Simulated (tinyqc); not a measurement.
# Charge-trap memory cell: effects of single changes

Channel, tunnel oxide, storage layer, blocking layer, gate. N electrons per area sit in a sheet at the centroid and shift the threshold by U = (q/eps0) N (tb/eb + xc tn/en). EOT = t1 + 3.9 (tn/en + tb/eb); tunnel field F = (Vg - U)/EOT; dN/dt = eta (J/q)(1 - N/Nm). Fowler-Nordheim: J = A F^2 exp(-B/F), A = q^2/(16 pi^2 hbar mo phi) (times 1e14 for A/cm^2 with F in V/nm, emitter mass m0), B = (4/3) sqrt(mo/C) phi^1.5, C = hbar^2/(2 m0).

Values chosen for this exercise; oxide values close to those of silicon dioxide, storage layer close to silicon nitride, blocking layer close to silicon dioxide:
- phi = 3.04 eV (tunnel barrier)
- mo = 0.42 m0 (tunnelling mass)
- t1 = 3.9 nm (tunnel oxide (permittivity 3.9))
- tn = 6.3 nm (storage layer)
- en = 7.2 (its relative permittivity)
- tb = 5.2 nm (blocking layer)
- eb = 3.9 (its relative permittivity)
- xc = 0.4 (charge centroid, share of tn counted from the blocking side)
- eta = 0.8 (capture efficiency of an empty layer)
- Nm = 2.3e13 cm^-2 (trap density)
- Vg = 14.1 V (gate voltage less flat band and surface potential)

Constants: q = 1.602176634e-19 C, hbar = 1.054571817e-34 J s, m0 = 9.1093837015e-31 kg, eps0 = 8.8541878128e-14 F/cm where lengths are in cm, hbar^2/(2 m0) = 0.0380998212 eV nm^2. Results are converted to the units shown.

Each table varies one quantity; the others keep the values above.

## Effect of the gate voltage

After 0.001 s. The rate equation is integrated from N = 0 to the digits shown; blocking field (3.9 F + q N/eps0)/eb.

Effect of the gate voltage:
```
Vg (V)    N/Nm  U (V)  F (V/nm)  blocking field (V/nm)
12.1    0.1493  1.046    0.8834                  1.043
13      0.2653  1.859    0.8904                  1.174
13.8    0.3702  2.593    0.8956                  1.291
14.7    0.4870  3.412    0.9022                  1.422
15.5    0.5888  4.125    0.9091                  1.537
16.4    0.7000  4.904    0.9188                  1.666
17.2    0.7940  5.562    0.9301                  1.777
18.1    0.8902  6.237    0.9481                  1.898
```

What does the comparison show, and why?

U rises from 1.05 to 6.24 V; the slope between neighbouring rows is at most 0.918 and 0.749 between the last two rows. In the upper rows it falls short of the 1 of a floating gate because capture weakens as the traps fill (89.0 % in the last row); where little charge has entered in the time given, the slope is small in any case. The blocking field reaches 19.0 MV/cm, where electrons may escape to the gate, which the model leaves out.

## Threshold shift against programming time

Same model as above.

Threshold shift against programming time:
```
t (s)       N/Nm   U (V)  F (V/nm)  blocking field (V/nm)
6.8e-7   0.01826  0.1279     1.117                  1.136
3.8e-6   0.07079  0.4960     1.087                  1.163
2.1e-5    0.1696   1.188     1.032                  1.213
0.00012   0.2830   1.983    0.9684                  1.270
0.00064   0.3841   2.691    0.9118                  1.322
0.0036    0.4774   3.344    0.8596                  1.369
0.02      0.5597   3.922    0.8135                  1.411
0.11      0.6329   4.434    0.7725                  1.448
0.61      0.6989   4.896    0.7356                  1.481
```

Read the table: what changes, and by how much?

U rises from 0.128 to 4.90 V, by 0.621 V a decade at the end. In the last row the falling field has cut J by a factor of 1.52e5, and filling has cut the capture by 3.32. In 2 of the rows F t1 has dropped below phi, where direct tunnelling would add to the Fowler-Nordheim current. The blocking field reaches 14.8 MV/cm, where electrons may escape to the gate, which the model leaves out.

Range of the model: The Fowler-Nordheim form needs F t1 above phi; trap-assisted paths and leakage through the blocking layer are left out.

Program tinyqc, `OMP_NUM_THREADS=1 python tinyqc.py 2130065 2130066 out.jsonl`; Intel Xeon 2.30GHz, shared host, one thread, about 0.06 s.
